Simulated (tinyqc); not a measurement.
Thermal resistances of a two-die stack.

Question. Heat leaves through the lower die only, and the system is linear. Find the resistance R1 from the lower die to the coolant, R2 between the dies, and the rise of the upper die when both are powered.

Inputs (values chosen for the exercise): power of the lower die P1 = 52 W; power of the upper die P2 = 5 W.

rises of the lower and upper die with only the lower one powered (K): 21.84  21.84
rises of the lower and upper die with only the upper one powered (K): 2.1  2.7

Solution. With only the lower die powered no heat crosses R2, so both dies rise by P1 R1; the difference in the second test is P2 R2; rises add.

R1 = 0.4200 K/W
R2 = 0.1200 K/W
rise of the upper die = 24.54 K

Numbers from tinyqc (`OMP_NUM_THREADS=1 python tinyqc.py 2162019 2162020 out.jsonl`; about 0.05 s on one thread of a shared Intel Xeon 2.30GHz).
